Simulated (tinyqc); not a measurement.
Numerical transform against the formula: Lorentz oscillators and the Kramers-Kronig relations.

eps(E) = 1 + sum_j S_j/(E0_j^2 - E^2 - i G_j E).

Kramers-Kronig: eps1(E) = 1 + (2/pi) P integral_0^infinity E1 eps2(E1)/(E1^2 - E^2) dE1. Maclaurin rule on the grid E_j = j h, j = 1 .. M: eps1(E_i) = 1 + (4 h/pi) sum over j with j - i odd of E_j eps2(E_j)/(E_j^2 - E_i^2); nothing is added above E_M.

Parameters, chosen for this exercise: E0 = (7.01, 9.44) eV (resonances); G = (1.11, 1.7) eV (widths); S = (55.1, 89) eV^2 (strengths); h = 0.4 eV (grid step); M = 36 (grid points E_j = j h).

Every third grid point is listed; the error is the transform minus the formula.

Dielectric function:
```
E (eV)   eps2  eps1 formula  eps1 transform   error
0.80    0.036         3.141           3.120  -0.021
2.00    0.102         3.262           3.232  -0.030
3.20    0.206         3.528           3.508  -0.020
4.40    0.431         4.063           4.025  -0.038
5.60    1.213         5.262           5.264   0.002
6.80    6.883         5.379           5.182  -0.197
8.00    3.117         1.008           1.015   0.007
9.20    5.673         1.071           1.019  -0.052
10.40   2.506        -2.409          -2.442  -0.033
11.60   0.810        -1.279          -1.323  -0.045
12.80   0.378        -0.571          -0.634  -0.063
14.00   0.216        -0.164          -0.243  -0.078
```

The largest error listed is -0.197 at 6.80 eV. The rule samples every 2h = 0.8 eV and the narrowest line is 1.11 eV wide, so it is barely resolved. The grid ends at 14.4 eV, where eps2 is still 0.184; the error at the last point listed, nearest the missing tail, is -0.078.

tinyqc: `OMP_NUM_THREADS=1 python tinyqc.py 1680752 1680753 out.jsonl`; about 0.2 s, one thread, shared Intel(R) Xeon(R) Processor @ 2.30GHz.
